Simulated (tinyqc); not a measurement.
Hubbard chain of 2 sites, step by step. One step of it, computed by the program tinyqc.

Problem. Mean-field iteration 1. H(up) = T + U n(down), H(down) = T + U n(up); fill the lowest levels; n(new) = n + mixing (n(out) - n); E = tr T (rho up + rho down) + U sum n_up n_down of the output.

one-body matrix (hopping and site energies) (eV):
```
           1          2
1   0.520000  -1.830000
2  -1.830000   0.960000
```

U = 3.300000 eV

electrons, up and down: 1  1

mixing = 0.500000

n(up) at the start (a guess, not normalised): 1 0.500000, 2 0.500000

n(down) at the start (a guess): 1 0.500000, 2 0.500000

Give: levels, up; levels, down; energy; n(up) after iteration 1; n(down) after iteration 1.

Solution.

levels, up (eV): 0.5468  4.2332

levels, down (eV): 0.5468  4.2332

energy = -0.5328 eV

n(up) after iteration 1: 1 0.5298, 2 0.4702

n(down) after iteration 1: 1 0.5298, 2 0.4702
